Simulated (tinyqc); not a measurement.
Layer against dose: implant damage, amorphisation by cascade overlap, and solid-phase epitaxial regrowth. Computed by tinyqc, a small Python program. Command: `OMP_NUM_THREADS=1 python tinyqc.py 3113797 3113798 out.jsonl sper walk`. One thread of a shared host (Intel(R) Xeon(R) Processor @ 2.30GHz), about 0.01 s of CPU time with the checks.

Range and width of the damage are inputs. Dynamic annealing enters only through the surviving share f.

Inputs (values chosen for the exercise, modelled on germanium ions in silicon):
```
quantity                           value    unit
atomic density N                    49.9  1/nm^3
ion Z1                                32       -
ion mass M1                         72.6       u
target Z2                             14       -
target mass M2                     28.09       u
ion energy E                          68     keV
displacement energy E_d               17      eV
depth of the damage peak R_d          38      nm
width of the damage profile s_d       21      nm
share of defects that survive f     0.58       -
critical displaced share x_c        0.11       -
dose Q                           1.5e+14  1/cm^2
```

Constants: a_0 = 0.529177210903 angstrom; e^2/(4 pi eps_0) = 14.39964548 eV angstrom.

Method. Robinson partition: eps = E a M2/(Z1 Z2 (e^2/(4 pi eps_0)) (M1 + M2)), a = 0.8853 a_0/sqrt(Z1^(2/3) + Z2^(2/3)); k = 0.0793 Z1^(2/3) Z2^(1/2) (M1 + M2)^(3/2)/((Z1^(2/3) + Z2^(2/3))^(3/4) M1^(3/2) M2^(1/2)); damage energy T_d = E/(1 + k (eps + 0.40244 eps^(3/4) + 3.4008 eps^(1/6))); displacements nu = 0.8 T_d/(2 E_d). Displaced share x(z) = f nu Q exp(-(z - R_d)^2/(2 s_d^2))/(sqrt(2 pi) s_d N); the layer is amorphous where x > x_c, between R_d -/+ s_d sqrt(2 ln(x_max/x_c)), the upper edge being cut at the surface. Threshold dose Q_c = Q x_c/x_max.

threshold dose Q_c = 4.33089e+13 1/cm^2

displacements per ion nu = 1150.26

Dose series; the last column is f nu Q erfc((z2 - R_d)/(sqrt2 s_d))/2:
```
Q (1/cm^2)   x_max  upper edge (nm)  lower edge (nm)  displaced atoms beyond z2 (1/cm^2)
4.76e+13    0.1209           28.872           47.128                          1.0540e+16
6.50e+13    0.1651           19.076           56.924                          7.9686e+15
1.08e+14    0.2743            9.611           66.389                          6.3557e+15
1.73e+14    0.4394            3.050           72.950                          5.5432e+15
3.03e+14    0.7696            0.000           79.422                          4.9074e+15
5.20e+14    1.3207            0.000           84.821                          4.4712e+15
1.08e+15    2.7431            0.000           91.262                          4.0363e+15
2.17e+15    5.5116            0.000           96.756                          3.7232e+15
```

What follows from these numbers?

A dose 46 times larger moves the lower edge from 47.1 to 96.8 nm, as the root of a logarithm, and the damage beyond it falls by a factor 2.8, since the edge lies on an ever steeper tail. The layer reaches the surface at Q_c exp(R_d^2/(2 s_d^2)) = 2.23e14 per cm^2.
